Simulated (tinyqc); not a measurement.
## Error from band bending against W

In A the levels shift by pb (1 - z/W)^2 for z < W. The signal from depth z is weighted by exp(-z/le)/le, so the centroid shifts by pb [1 - 2/a + (2/a^2)(1 - exp(-a))], a = W/le, and the error of iA against its value at the interface is that less pb.

Parameters, values chosen for the exercise:

| symbol | value | unit | meaning |
|---|---|---|---|
| pb | -0.72 | V | band bending in A at the interface |
| le | 2.8 | nm | escape depth |

Error from band bending against W:

| W (nm) | a | centroid shift (eV) | error (meV) |
|---|---|---|---|
| 2.8 | 1.000 | -0.1903 | 529.7 |
| 5 | 1.786 | -0.2895 | 430.5 |
| 8.6 | 3.071 | -0.3967 | 323.3 |
| 15 | 5.357 | -0.5011 | 218.9 |
| 26 | 9.286 | -0.5816 | 138.4 |
| 45 | 16.07 | -0.6360 | 84.02 |
| 79 | 28.21 | -0.6708 | 49.23 |
| 140 | 50.00 | -0.6918 | 28.22 |
| 240 | 85.71 | -0.7034 | 16.60 |

The size of the error falls from 530 to 16.6 meV; for large a it is 2 |pb|/a. It is below 50 meV, a typical accuracy of the method, in 3 of the 9 rows. Heavily doped substrates and deep-probing photons need the correction.

Program tinyqc, `OMP_NUM_THREADS=1 python tinyqc.py 2410066 2410067 out.jsonl`; Intel Xeon 2.30GHz, shared host, one thread, about 0.01 s.
